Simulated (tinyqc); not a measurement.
Kink density above f_c: Frenkel-Kontorova chain: a misfit dislocation (kink) in a monolayer on a periodic substrate. Computed by tinyqc, a small Python program. Command: `OMP_NUM_THREADS=1 python tinyqc.py 3025637 3025638 out.jsonl fkchain walk`. One thread of a shared host (Intel(R) Xeon(R) Processor @ 2.30GHz), about 0.02 s of CPU time with the checks.

E = sum_j [(k/2)(x_(j+1) - x_j - b)^2 + (W/2)(1 - cos(2 pi x_j/a))], x_j = a (j + u_j). A kink takes u from 0 to 1: the chain is stretched by one period and has one atom fewer than wells.

Inputs (values chosen for the exercise, for a model overlayer):

| quantity | value | unit |
|---|---|---|
| spring constant k | 1.21 | eV/angstrom^2 |
| substrate period a | 3.07 | angstrom |
| corrugation W | 2.03 | eV |
| misfit f = (b - a)/a | 0.34 | - |
| atomic mass M | 45 | u |

Constants: nu for 1 eV/(angstrom^2 u) = 15.6333042 THz.

Method. l0 = sqrt(k a^2/(2 W)); kink u(j) = (2/pi) arctan exp(pi j/l0); kink energy at f = 0: E0 = (4/pi) W l0; with misfit E0 - k a^2 f; kinks become favourable at f_c = 2/(pi l0), and a coherent chain with free ends loses stability at f_m = 1/l0. Lowest vibration of the flat chain: nu0 = 15.6333042 THz x sqrt(2 pi^2 W/(a^2 M)). Frank and van der Merwe: the modulus q solves f = 2 E(q)/(pi l0 q), and the kinks per atom are pi/(2 l0 q K(q)), with the complete elliptic integrals K and E; strain left = f - density (for f above f_c = 2/(pi l0)).

critical misfit f_c = 0.379850

kink width l0 = 1.67598

Continuum ground state:

| f | q | kinks per atom | strain left |
|---|---|---|---|
| 0.3817 | 0.99903 | 0.20801 | 0.17369 |
| 0.3874 | 0.99532 | 0.25251 | 0.13489 |
| 0.3988 | 0.98672 | 0.29512 | 0.10368 |
| 0.4178 | 0.97077 | 0.33993 | 0.07787 |
| 0.4558 | 0.93623 | 0.40376 | 0.05204 |
| 0.5318 | 0.86546 | 0.50258 | 0.02922 |
| 0.6457 | 0.76737 | 0.63031 | 0.01539 |
| 0.8357 | 0.63529 | 0.82881 | 0.00689 |

What does the comparison show, and why?

0.49 % above f_c the density is already 0.54 of f: kinks repel only exponentially, so they flood in, as 1/|ln(f - f_c)|. At 2.2 f_c they take up 99.2 % of the misfit and the layer floats nearly free. Caution: a corrugation above 1 eV is larger than real overlayers usually show; it is chosen to keep the kink narrow. Caution: for l0 below about 3 the kink spans few atoms, and the continuum kink energy is off by about 2 per cent or more.
